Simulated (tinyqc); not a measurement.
FinFET, parasitic resistance, capacitance and delay: one step of the calculation.

Nf fins under one contact; each has gated perimeter p = 2 Hf + Wf and cross-section A = Hf Wf; contact width Wc = Nf pf, stack height Hs = Hf. Contact length Lc = CPP - Lg - 2 Lsp, shared by two neighbouring gates. Source and drain sides are equal. The formulas are first-order estimates, not field solutions.

Problem. Effective current, delay and energy. Ieff = (IH + IL)/2, delay CL Vdd/(2 Ieff), energy CL Vdd^2, with CL the load of an inverter that drives an equal one.

Inputs (values chosen for the exercise): supply voltage Vdd = 0.7 V.

IH = I(Vdd, Vdd/2) = 170.90051 uA
IL = I(Vdd/2, Vdd), solved likewise = 50.404429 uA
CL = 877.56111 aF

Give: Ieff; delay; energy.

Solution.

Ieff = 110.7 uA
delay = 2.776 ps
energy = 430.0 aJ

tinyqc, about 0.04 s, one thread, Intel Xeon 2.30GHz (shared host): `OMP_NUM_THREADS=1 python tinyqc.py 2170107 2170108 out.jsonl`
